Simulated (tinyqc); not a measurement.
Donor binding, ionisation and the Mott limit: ionisation against doping.

Hydrogenic donor: Ry = (m0 q^3/(8 eps0^2 h^2)) me/eps_r^2 in eV, E0 = cc Ry, radius a = q/(8 pi eps0 eps_r E0), Mott density Nm = (0.26/a)^3. Below Nm the level sinks as Ed = E0 [1 - (N/Nm)^(1/3)]. Neutrality: Nc F12(eta) = N/(1 + 2 exp(eta + Ed/kB T)), F12(x) = (2/sqrt(pi)) int_0^infinity sqrt(u)/(1 + exp(u - x)) du.

The neutrality equation is solved with F12 in each row.

Inputs (values chosen for the exercise); band and dielectric values close to those of 4H silicon carbide: temperature T = 77 K; relative permittivity eps_r = 9.55; mass in the hydrogenic formula, set independently of Nc me = 0.373 m0; conduction-band density of states at 77 K Nc = 2.18e18 cm^-3; ratio of the true binding energy to the hydrogenic one cc = 1.8.

Constants: q = 1.602176634e-19 C, kB = 1.380649e-23 J/K, eps0 = 8.8541878128e-12 F/m, h = 6.62607015e-34 J s, m0 = 9.1093837015e-31 kg, Vt = kB T/q. Results are converted to the units shown.

Results:
```
N (cm^-3)	N/Nm	Ed (meV)	ionised (%)	ionised with Ed = E0 (%)
1.7e16	4.125e-4	92.70	0.7380	0.4214
4.3e16	0.001043	90.00	0.5693	0.2652
1.1e17	0.002669	86.27	0.4719	0.1659
2.7e17	0.006551	81.42	0.4341	0.1059
6.8e17	0.01650	74.66	0.4550	0.06675
4.3e18	0.1043	53.01	0.9201	0.02655
1.1e19	0.2669	35.67	2.080	0.01660
2.7e19	0.6551	13.17	6.291	0.01059
```

Estimate the missing row, N = 1.7e18 cm^-3.

Computed row:
```
N (cm^-3)	N/Nm	Ed (meV)	ionised (%)	ionised with Ed = E0 (%)
1.7e18	0.04125	65.55	0.5710	0.04222
```

With this row back in the table: The ionised share goes from 0.738 through a minimum of 0.434 (at N = 2.7e17 cm^-3 among the rows listed) to 6.29 %, against 0.421 to 0.0106 % for a fixed level: a higher density raises EF against the level, which fills more donors, while the sinking Ed works the other way.

Range of the model: A sharp level with degeneracy 2 overstates freeze-out near Nm, where the impurity band broadens and merges with the conduction band.

Program tinyqc, `OMP_NUM_THREADS=1 python tinyqc.py 2330103 2330104 out.jsonl`; Intel Xeon 2.30GHz, shared host, one thread, about 0.02 s.
